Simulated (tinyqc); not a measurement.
## Shape of the distribution and failure rate

For F(t) = 1 - exp(-(t/t63)^beta): mean t63 Gamma(1 + 1/beta), median t63 (ln 2)^(1/beta), deviation t63 sqrt(Gamma(1 + 2/beta) - Gamma(1 + 1/beta)^2), failure rate (beta/t63)(t/t63)^(beta - 1).

Inputs (values chosen for the exercise): characteristic time of a test capacitor t63 = 1400 s.

Result of one run:
```
mean (s)  median (s)  deviation/mean  rate at 0.01 t63 (1/s)  rate at t63 (1/s)
1293.0        1056.1         0.77572               2.3325e-4          9.2857e-4
```

Which Weibull slope beta gave this result: 0.5, 1, 1.3, 2.2 or 3?

beta = 1.3.

The whole series:
```
beta  mean (s)  median (s)  deviation/mean  rate at 0.01 t63 (1/s)  rate at t63 (1/s)
0.5     2800.0      672.63          2.2361               0.0035714          3.5714e-4
0.7     1772.2      829.35          1.4624               0.0019905          5.0000e-4
1       1400.0      970.41          1.0000               7.1429e-4          7.1429e-4
1.3     1293.0      1056.1         0.77572               2.3325e-4          9.2857e-4
1.7     1249.1      1128.5         0.60548               4.8342e-5          0.0012143
2.2     1239.9      1185.2         0.47983               6.2560e-6          0.0015714
3       1250.2      1239.0         0.36345               2.1429e-7          0.0021429
4       1269.0      1277.4         0.28054               2.8571e-9          0.0028571
```

The relative spread falls from 2.24 to 0.281. For beta < 1 the rate falls with time (early failures), at 1 it is constant, 7.14e-4 1/s, and above 1 it grows (wear-out): the early rate goes from 10.0 times the rate at t63 to 1.00e-6 times.

Numbers from tinyqc (`OMP_NUM_THREADS=1 python tinyqc.py 2070116 2070117 out.jsonl`; about 0.01 s on one thread of a shared Intel Xeon 2.30GHz).
